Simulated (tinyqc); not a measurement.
# MOS structure on a p-type body with a doping step, non-linear Poisson equation by Newton steps: what changes with what

One dimension, insulator interface at x = 0, acceptor density N1 for x < x1 and Na beyond, net doping C = -(acceptor density). psi is counted from the intrinsic level: n = ni exp((psi - Vb)/Vt), p = ni exp(-psi/Vt); deep in the body psi_b = -Vt ln(Na/ni). The gate acts through Cox = eps0 eox/tox and has the potential psi_G = Vg - (phiM - chi - Vt ln(Nc/ni)). Boltzmann statistics, full ionisation, classical densities, no oxide or interface charge.

Inputs (values chosen for the exercise); band and dielectric values close to those of silicon: temperature T = 400 K; band gap Eg = 1.14 eV; relative permittivity eps_r = 11.6; conduction-band density of states at T Nc = 4.33e19 cm^-3; valence-band density of states at T Nv = 4.05e19 cm^-3; electron affinity chi = 4.07 eV; acceptor density deep in the body Na = 2.6e17 cm^-3; relative permittivity of the gate insulator (close to silicon dioxide) eox = 3.9; insulator thickness tox = 7.7 nm; gate work function phiM = 4.08 eV; electron quasi-Fermi potential against the body Vb = 0 V; depth of the doping step x1 = 51 nm; acceptor density above the step N1 = 1.3e18 cm^-3.

Constants: q = 1.602176634e-19 C, kB = 1.380649e-23 J/K, Vt = kB T/q, eps0 = 8.8541878128e-14 F/cm where lengths are in cm. Results are converted to the units shown.

Each table varies one quantity; the others keep the values above.

## Charge and capacitance against gate voltage

ni = sqrt(Nc Nv) exp(-Eg/(2 Vt)), Eg in volts. The Poisson equation d/dx(eps0 eps_r dpsi/dx) = -q (p - n + C), with eps0 eps_r dpsi/dx = -Cox (psi_G - psi_0) at x = 0, is solved on a mesh of about 600 nodes or more. N_inv is the integral of n less its value deep in the body. C_LF = Cox (1 - dpsi_0/dVg) with all carriers following; C_HF is the same with the electron quasi-Fermi level shifting uniformly so that N_inv stays fixed. The centroid is that of the same excess.

Results:

| Vg (V) | psi_0 - psi_b (V) | N_inv (cm^-2) | C_LF/Cox | C_HF/Cox | centroid (nm) |
|---|---|---|---|---|---|
| 0.75 | 0.578 | 3.99e7 | 0.485 | 0.485 | 0.747 |
| 0.91 | 0.661 | 4.21e8 | 0.470 | 0.469 | 0.694 |
| 1.06 | 0.741 | 4.05e9 | 0.467 | 0.455 | 0.652 |
| 1.22 | 0.822 | 4.03e10 | 0.544 | 0.443 | 0.615 |
| 1.37 | 0.877 | 1.89e11 | 0.723 | 0.435 | 0.588 |
| 1.53 | 0.911 | 4.76e11 | 0.840 | 0.431 | 0.567 |
| 1.69 | 0.932 | 8.27e11 | 0.893 | 0.429 | 0.549 |
| 2 | 0.958 | 1.58e12 | 0.935 | 0.427 | 0.520 |
| 2.15 | 0.966 | 1.96e12 | 0.945 | 0.427 | 0.508 |

Estimate the missing row, Vg = 1.84 V.

Computed row:

| Vg (V) | psi_0 - psi_b (V) | N_inv (cm^-2) | C_LF/Cox | C_HF/Cox | centroid (nm) |
|---|---|---|---|---|---|
| 1.84 | 0.946 | 1.18e12 | 0.919 | 0.428 | 0.535 |

With this row back in the table: N_inv goes from 3.99e7 to 1.96e12 cm^-2 and passes 2e11 cm^-2 at Vg = 1.38 V. Below threshold it takes 153 mV a decade between Vg = 0.91 and 1.06 V, against Vt ln 10 = 79.4 mV. C_LF/Cox is lowest, 0.467, at Vg = 1.06 V among the rows listed and ends at 0.945, while C_HF/Cox ends at 0.427. Between the last two rows q dN_inv/dVg is 0.910 Cox. Where the classical centroid is under about 2 nm, confinement would move the charge away from the interface and raise the threshold.

## Effect of the depth of the doping step on threshold, swing and body effect

VT is the Vg at which N_inv = 2e11 cm^-2. m = 1/(dpsi_0/dVg) at N_inv = 1e8 cm^-2; the swing is the Vg between N_inv = 1e8 and 1e9 cm^-2; body coefficient [VT(Vb + 0.05 V) - VT(Vb)]/0.05 V - 1.

Effect of the depth of the doping step on threshold, swing and body effect:

| x1 (nm) | VT (V) | psi_0 - psi_b at VT (V) | m - 1 | swing (mV/decade) | body coefficient |
|---|---|---|---|---|---|
| 13 | 1.01 | 0.869 | 0.499 | 120 | 0.404 |
| 19 | 1.18 | 0.874 | 0.611 | 128 | 0.451 |
| 27 | 1.33 | 0.878 | 0.844 | 147 | 0.616 |
| 40 | 1.38 | 0.879 | 0.916 | 154 | 0.785 |
| 59 | 1.38 | 0.880 | 0.919 | 155 | 0.793 |
| 87 | 1.38 | 0.880 | 0.919 | 155 | 0.793 |
| 130 | 1.38 | 0.880 | 0.919 | 155 | 0.793 |

What does the comparison show?

As x1 goes from 13 to 130, VT rises from 1.01 to 1.38 V, the swing rises from 120 to 155 mV/decade and the body coefficient rises from 0.404 to 0.793. The swing stays within 1.5 % of m Vt ln 10, and the body coefficient within 0.23 of m - 1.

tinyqc, about 0.4 s, one thread, Intel Xeon 2.30GHz (shared host): `OMP_NUM_THREADS=1 python tinyqc.py 2080005 2080006 out.jsonl`
